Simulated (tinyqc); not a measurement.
Worked calculation: shallow acceptor in the spherical four-band model. Values are carried at full precision from step to step, so a last printed digit may differ when a step is redone from the rounded ones.

Units Ry* = Ry/(g1 eps^2) and a* = a0 eps g1; mu = (6 g3 + 4 g2)/(5 g1) is the spherical heavy-light coupling and delta = (g3 - g2)/g1 the cubic term, which is left out.

Constants: Ry = 13.60569312 eV; a0 (Bohr radius) = 0.5291772105 angstrom.

Inputs chosen for the exercise (near those of a shallow acceptor in Si, where the small spin-orbit splitting and strong warping make this model rough; shifted at random, so the results belong to these values and not to a real crystal):
- g1 = 4.28 (Luttinger gamma1)
- g2 = 0.34 (gamma2)
- g3 = 1.44 (gamma3)
- eps = 11.6 (dielectric constant)
- al = (0.175, 1.05, 6.29) 1/a*^2 (exponents a_i, the same for f and g)
- Dso = 0.044 eV (spin-orbit splitting)

## Units and couplings

Give Ry*, a*, mu, delta and the spherical masses 1/(g1 (1 -/+ mu)).

Ry* = 23.624 meV
a* = 26.27 angstrom
mu = 0.4673
delta = 0.2570

heavy and light mass (m0): 0.4386  0.1592

A hydrogen model with the heavy mass would bind by Ry*/(1 - mu) = 44.3 meV and with the light mass by 16.1 meV. delta/mu = 0.55: the cubic term is not small, so the spherical result is a first estimate.

## Matrices in a small basis

The ground state 1S3/2 has an L = 0 part f(r) and an L = 2 part g(r). In units of Ry* and a*, with Gaussians f_i = exp(-a_i r^2), g_i = r^2 exp(-a_i r^2), A = a_i + a_j and I(n) = Gamma((n + 1)/2)/(2 A^((n + 1)/2)): S_ff = I(2), S_gg = I(6), H_ff = (6 a_i a_j/A) I(2) - 2 I(1), H_gg = (14 a_i a_j/A) I(6) - 2 I(5), H_fg = -mu [15 I(2) - 20 a_j I(4) + 4 a_j^2 I(6)]; each function is then normalised. The split-off band is left out.

Form S and H.

S, lower triangle:
```
        f1      f2      f3      g1      g2      g3
f1  1.0000
f2  0.5855  1.0000
f3  0.1849  0.5860  1.0000
g1       0       0       0  1.0000
g2       0       0       0  0.2868  1.0000
g3       0       0       0  0.0195  0.2873  1.0000
```

H (Ry*), lower triangle:
```
         f1       f2        f3       g1      g2       g3
f1  -0.8101
f2  -0.9355  -0.1204
f3  -0.8721  -0.4192   10.8657
g1  -0.3167  -0.5449   -0.2217   0.5129
g2  -0.0908  -1.9003   -3.2709   0.2202  5.6058
g3  -0.0062  -0.5460  -11.3837  -0.0132  2.6826  39.7610
```

## Ground state in the small basis

Solve H u = E S u for the lowest level of the acceptor; the first half of the basis is L = 0 and the second L = 2. Give E, E without the f-g block, and the L = 2 weight u_g S_gg u_g with u S u = 1.

E = -1.221 Ry*
E without coupling = -0.989 Ry*
L = 2 weight = 0.087

Without the coupling the exact value is -1, which this basis, tuned to the compact coupled state, misses by 0.011. The coupling to L = 2 takes the level to 1.22 times that exact value.

## Converged result

Converged values use 22 exponents 2.2^i, i = -7 to 14, for f and for g.
Ground and next level of the same symmetry, L = 2 weight and mean radius.

1S3/2 and 2S3/2 (Ry*): -1.250  -0.341

binding energies (meV): 29.5  8.1

L = 2 weight = 0.095
<r> = 32.6 angstrom

The small basis reaches 98 % of the binding. The ratio 1S/2S is 3.67 (4 for hydrogen). The binding is 0.67 of Dso, so the split-off band, left out here, would deepen it noticeably.

## Checks

- Level at mu = 0 against -1 Ry*: both -1.0000.
- Ground level from a second, denser basis, Ry*: both -1.250.

tinyqc: `OMP_NUM_THREADS=1 python tinyqc.py 1280108 1280109 out.jsonl`; about 0.03 s, one thread, shared Intel(R) Xeon(R) Processor @ 2.30GHz.
